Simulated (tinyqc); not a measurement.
Heterojunction of two tight-binding chains: one step. Self-energies on the last left site. Two cases, with inputs chosen for the exercise.

Task: Hoppings t1 (left), t2 (right), tc (interface); g is the surface Green function of a half chain. The rest of the left chain gives S1 = t1^2 g1 = -t1 exp(i k1 a); the right chain gives S2 = tc^2 g2 = -(tc^2/t2) exp(i k2 a).

Case 1.

ka (rad): left 0.2325574, right 0.0714462

t1 = 15.118977 eV
t2 = 10.583284 eV
tc = 11.384499 eV

Case 2.

ka (rad): left 0.2747338, right 0.1064890

t1 = 2.159854 eV
t2 = 1.941887 eV
tc = 1.474540 eV

Give: S1; S2.

Result:

Case 1.

S1 = -14.71198-3.48442i eV
S2 = -12.21513-0.87421i eV

Case 2.

S1 = -2.07885-0.58595i eV
S2 = -1.11333-0.11901i eV

Computed by tinyqc, one run a case: `OMP_NUM_THREADS=1 python tinyqc.py N N+1 out.jsonl` with N = 1480588, 1480925; one thread of a shared Intel(R) Xeon(R) Processor @ 2.30GHz, about 0.01 s a run at most.
